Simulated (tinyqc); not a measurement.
Worked calculation: tight binding, honeycomb lattice. One step of it, computed by the program tinyqc.

Task: Levels at k. Diagonalise the Hermitian matrix.

H(k) at k (eV):
```
                     A                    B
A            -0.192200  -0.412417-1.711379i
B  -0.412417+1.711379i             0.025564
```

Give: eigenvalues; weights |c|^2 of the basis functions.

Result:

eigenvalues (eV): -1.8471  1.6804

weights |c|^2 of the basis functions:
```
   band 1  band 2
A  0.5309  0.4691
B  0.4691  0.5309
```
